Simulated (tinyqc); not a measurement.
# Nanowire ballistic transistor, top-of-the-barrier model, step by step

Numbers from tinyqc (`OMP_NUM_THREADS=1 python tinyqc.py 2400074 2400075 out.jsonl`; about 0.04 s on one thread of a shared Intel Xeon 2.30GHz). Printed values are rounded.

At the top of the source barrier, states moving towards the drain are filled by the source (Fermi level 0) and states moving back by the drain (Fermi level -q Vd); nothing scatters. U is the shift of the band edge there, set by the capacitances CG, CD and CS (the total) and by the charge. Parabolic one-dimensional subband; the source is grounded.

Values chosen for this exercise; mass and valleys close to those of silicon (two valleys):
- T = 350 K (temperature)
- m = 0.192 m0 (effective mass)
- gv = 2 (valley degeneracy)
- eox = 3.9 (relative permittivity of the gate insulator)
- tox = 1.7 nm (insulator thickness)
- d = 2 nm (wire diameter)
- aG = 0.94 (gate control CG/CS)
- aD = 0.06 (drain control CD/CS)
- E0 = 0.15 eV (band edge at the barrier top above the source Fermi level at zero bias)
- Vg = 0.4 V (gate voltage)
- Vd = 0.4 V (drain voltage)

Constants: q = 1.602176634e-19 C, kB = 1.380649e-23 J/K, hbar = 1.054571817e-34 J s, h = 6.62607015e-34 J s, m0 = 9.1093837015e-31 kg, Vt = kB T/q, eps0 = 8.8541878128e-14 F/cm where lengths are in cm. Results are converted to the units shown.

## Density of states, capacitances and charge at zero bias

N0 = gv sqrt(2 m kB T/pi)/hbar, CG = 2 pi eps0 eox/ln(1 + 2 tox/d), CS = CG/aG, n0 = n at U = 0 and Vd = 0. eta1 = -(E0 + U)/Vt, eta2 = eta1 - Vd/Vt, n = (N0/2)[F_(-1/2)(eta1) + F_(-1/2)(eta2)], F_(-1/2)(x) = (1/sqrt(pi)) int_0^infinity u^(-1/2)/(1 + exp(u - x)) du. UL = -(aG Vg + aD Vd).

N0 = 4.399108e6 cm^-1
CG = 2.184408 pF/cm
CS = 2.323839 pF/cm
n0 = 30292.94 cm^-1
UL = -0.4 eV

## Iteration 1: self-consistent potential at the barrier top

U at the start (U = UL) = -0.4 eV

eta1 = -(E0 + U)/Vt, eta2 = eta1 - Vd/Vt, n = (N0/2)[F_(-1/2)(eta1) + F_(-1/2)(eta2)], F_(-1/2)(x) = (1/sqrt(pi)) int_0^infinity u^(-1/2)/(1 + exp(u - x)) du. U(out) = UL + q (n - n0)/CS. Newton step: U(new) = U + (U(out) - U)/(1 + CQ/CS), CQ = (q/Vt) dn/d(eta1) with both F' summed; F' = dF_(-1/2)/dx.

eta1 = 8.288942
eta2 = -4.973365
n = 7.114329e6 cm^-1
U(out) = 0.08841066 eV
CQ = 2.419954 pF/cm
U after iteration 1 = -0.1607426 eV

## Iteration 2: self-consistent potential at the barrier top

As before.

eta1 = 0.3561788
eta2 = -12.90613
n = 1.643278e6 cm^-1
U(out) = -0.2887924 eV
CQ = 4.862850 pF/cm
U after iteration 2 = -0.2021479 eV

## Course of the iteration: self-consistent potential at the barrier top

Stop when U changes by less than 1e-9 eV, or after 90 iterations.

Course of the iteration:
```
iteration	U (eV)	|change| (eV)
1	-0.1607426	0.239
2	-0.2021479	0.0414
3	-0.2006788	1.47e-3
4	-0.2006812	2.41e-6
5	-0.2006812	6.22e-12
```

Converged in 5 iterations. At the end the number of correct digits about doubles with each step.

## Current, mean velocity and share of the gate voltage

converged U = -0.2006812 eV

N0 = gv sqrt(2 m kB T/pi)/hbar, CG = 2 pi eps0 eox/ln(1 + 2 tox/d), CS = CG/aG, n0 = n at U = 0 and Vd = 0. eta1 = -(E0 + U)/Vt, eta2 = eta1 - Vd/Vt, n = (N0/2)[F_(-1/2)(eta1) + F_(-1/2)(eta2)], F_(-1/2)(x) = (1/sqrt(pi)) int_0^infinity u^(-1/2)/(1 + exp(u - x)) du. I = gv (2 q^2/h) Vt [ln(1 + exp eta1) - ln(1 + exp eta2)]. Mean velocity I/(q n). CQ = (q/Vt) dn/d(eta1); the band edge follows the gate as -dU/dVg = aG/(1 + CQ/CS).

eta1 = 1.680374
n = 2.921265e6 cm^-1
I = 8.652087 uA
mean velocity = 1.848586e7 cm/s
CQ = 5.063771 pF/cm
-dU/dVg = 0.2956854 eV/V

The carriers from the source are near degeneracy (eta1 = 1.68), and the mean velocity is 1.39 times vT = sqrt(2 kB T/(pi m)) = 1.33e7 cm/s.
